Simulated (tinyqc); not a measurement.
Hydrogenic impurity: series, fields, screening, photoionisation and donor-acceptor pairs: one step, computed by the program tinyqc. Command: `OMP_NUM_THREADS=1 python tinyqc.py 3016519 3016520 out.jsonl hydrogenic walk`. One thread of a shared host (Intel(R) Xeon(R) Processor @ 2.30GHz), about 0.01 s of CPU time with the checks.

One isotropic, parabolic band. Effective units: Ry* and a*, in which H = -nabla^2 - 2/r.

Problem. Overlap of donors. Wigner-Seitz radius r_s = (3/(4 pi N))^(1/3); Mott criterion N_c^(1/3) a* = 0.26; overlap of two 1s orbitals at distance d: S = exp(-x)(1 + x + x^2/3), x = d/a*, with d = N^(-1/3).

Inputs (values chosen for the exercise, for a model semiconductor): donor density N = 4e+14 cm^-3.

Parts treated: screening and pairs.

a* = 99.08896 angstrom

Give: r_s; Mott density; N over the Mott density; overlap S.

Solution.

r_s = 841.9 angstrom

Mott density = 1.807e+16 cm^-3

N over the Mott density = 0.02214

overlap S = 8.696e-05

The sample is on the insulating side, with isolated donors.
